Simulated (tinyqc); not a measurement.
# Worked calculation: frequency dispersion of an accumulation capacitance by border traps, distributed model

Program tinyqc, `OMP_NUM_THREADS=1 python tinyqc.py 2202087 2202088 out.jsonl`; Intel Xeon 2.30GHz, shared host, one thread, about 0.5 s. Printed values are rounded.

Traps spread evenly through the insulator exchange electrons with the semiconductor by tunnelling, with tau(x) = t0 exp(2 ka x) at depth x from the interface. The admittance per area Y seen at depth x obeys dY/dx = -Y^2/(i w eps0 eox) + q Nb ln(1 + i w tau)/tau, with Y(0) = i w Cs and w = 2 pi f; the gate sees Y(tox) = G + i w C. Working variable y = Y/(i w), in uF/cm^2. Cox = eps0 eox/tox.

Parameters, values chosen for the exercise; permittivity close to that of zirconium oxide:
```
symbol,value,unit,meaning
eox,21.9,,relative permittivity of the insulator
tox,9.2,nm,insulator thickness
Cs,2.1,uF/cm^2,semiconductor capacitance in accumulation
Nb,3.9e18,cm^-3 eV^-1,density of border traps
ka,4.5,1/nm,decay constant of the wave function in the insulator
t0,2e-9,s,time constant of a trap at the interface
f,1000,Hz,frequency
xe,1.8,nm,depth down to which the steps are taken
```

Constants: q = 1.602176634e-19 C, eps0 = 8.8541878128e-14 F/cm where lengths are in cm. Results are converted to the units shown.

## Scales and lumped estimate

Cox; trap-free value 1/(1/Cox + 1/Cs); response depth d = ln(1/(w t0))/(2 ka), where w tau = 1; lumped estimate: all traps within d act as C_bt = q Nb d placed at d/2, so C = 1/{1/[1/(1/Cs + d/(2 eps0 eox)) + C_bt] + (tox - d/2)/(eps0 eox)}.

Cox = 2.107682 uF/cm^2
trap-free C = 1.051917 uF/cm^2
d = 1.253832 nm
C_bt = 0.07834554 uF/cm^2
lumped C = 1.073927 uF/cm^2

The traps within reach amount to 0.0373 Cs and lie in the first 13.6 % of the insulator.

## Midpoint steps through the active depth

In terms of y: dy/dx = -y^2/(eps0 eox) + s(x), s = q Nb ln(1 + z)/z, z = i w tau. 10 midpoint steps of h = xe/10: y_half = y + (h/2) y'(x, y), y(new) = y + h y'(x + h/2, y_half).

| point | x (nm) | s (uF/(cm^2 nm)) | y (uF/cm^2) |
|---|---|---|---|
| 0 | 0 | 0.06248489-0.00000039i | 2.100000+0.000000i |
| 1 | 0.18 | 0.06248489-0.00000198i | 2.070887+0.000000i |
| 2 | 0.36 | 0.06248489-0.00001002i | 2.042871-0.000001i |
| 3 | 0.54 | 0.06248483-0.00005066i | 2.015898-0.000005i |
| 4 | 0.72 | 0.06248349-0.00025596i | 1.989915-0.000025i |
| 5 | 0.9 | 0.06244923-0.00129231i | 1.964873-0.000127i |
| 6 | 1.08 | 0.06159660-0.00639681i | 1.940697-0.000639i |
| 7 | 1.26 | 0.04806528-0.02217243i | 1.916677-0.002985i |
| 8 | 1.44 | 0.01621012-0.01980151i | 1.888576-0.007294i |
| 9 | 1.62 | 0.00355067-0.00763071i | 1.857389-0.009314i |
| 10 | 1.8 | 0.00071628-0.00225199i | 1.826192-0.009739i |

## Capacitance and conductance at the gate

y at xe = 1.826192-0.009739i uF/cm^2

Beyond xe the traps are ignored, so 1/y(tox) = 1/y(xe) + (tox - xe)/(eps0 eox); C = Re y, G/w = -Im y, loss tangent G/(w C).

y at the gate = 1.076185-0.003382i uF/cm^2
C = 1.076185 uF/cm^2
G/w = 0.003381945 uF/cm^2
loss tangent = 0.003142531

A fine integration over the whole insulator gives C = 1.0762 and G/w = 0.003485 uF/cm^2; the coarse G/w is 3.0 % below that. The fine C is 2.3 % above the trap-free value, and the lumped estimate is 0.21 % below the fine result.
